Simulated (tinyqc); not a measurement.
# Input admittance of a MOSFET at zero drain bias: distributed channel and distributed gate, step by step

Program tinyqc, `OMP_NUM_THREADS=1 python tinyqc.py 2262134 2262135 out.jsonl`; Intel Xeon 2.30GHz, shared host, one thread, about 0.01 s. Printed values are rounded.

Source and drain grounded, strong inversion, w = 2 pi f, Cox = eps0 eox/tox. The channel is an RC line of resistance 1/(mu Cox Vo) per square fed from both ends, so one finger has the intrinsic admittance y = i w Cox L tanh(g)/g per width, g = (1/2) sqrt(i w tau), tau = L^2/(mu Vo). The vertical resistance rv/L is in series with y, the overlaps 2 i w Cov in parallel: y_t = 1/(1/y + rv/L) + 2 i w Cov. The gate strip is a line of Rsh/L per length loaded by y_t, so a finger has Y = y_t Wf tanh(k)/k, k = (Wf/sd) sqrt(y_t Rsh/L); the device has Nf Y.

Parameters, values chosen for the exercise; values of the order met in silicon radio-frequency transistors:
```
symbol,value,unit,meaning
eox,3.9,,relative permittivity of the gate insulator (close to silicon dioxide)
tox,1.7,nm,insulator thickness
L,0.91,um,channel length
Wf,14,um,finger width
Nf,64,,number of fingers
mu,110,cm^2/(V s),channel mobility
Vo,0.73,V,gate overdrive
Rsh,33,ohm/square,sheet resistance of the gate
rv,4.9,ohm um^2,vertical resistivity of the gate stack
sd,2,,number of ends at which a finger is contacted
Cov,0.2,fF/um,overlap and fringe capacitance on each side
f,0.73,GHz,frequency
```

Constants: eps0 = 8.8541878128e-14 F/cm where lengths are in cm. Results are converted to the units shown.

## Low-frequency resistances and capacitance

Low-frequency limits, with c = Cox L and ct = c + 2 Cov: R_strip = Rsh Wf/(3 sd^2 L Nf), R_ch = (c/ct)^2 L/(12 mu Cox Vo Wf Nf), R_vert = (c/ct)^2 rv/(L Wf Nf), C = ct Wf Nf.

parts (ohm): strip 0.661058, channel 0.497138, vertical 0.00575773
sum = 1.16395 ohm
C = 16920.4 fF
1/(2 pi R C) = 8.08115 GHz

The strip term is the largest, 56.8 % of the sum.

## Admittance of the channel and stack per width

tau, g, c = Cox L, y and y_t as defined.

tau = 103.126 ps
g = 0.243159+0.243159i
c = 18.4844 fF/um
y = 3.3344+84.6252i uS/um
y_t = 3.3729+86.4569i uS/um

w tau = 0.473, and Im y is 0.998 of w c.

## Input impedance of the device

k and Y as defined; Z = 1/(Nf Y) = R + 1/(i w C); Q = |Im Z|/R; signal at the point farthest from a contact |1/cosh k|.

k = 0.282611+0.271800i
Nf Y = 6.9397+76.9165i mS
R = 1.16354 ohm
C = 16905.9 fF
Q = 11.0835
signal at the far point = 0.995065

R is 0.036 % below its low-frequency limit and C is 0.086 % below its own.
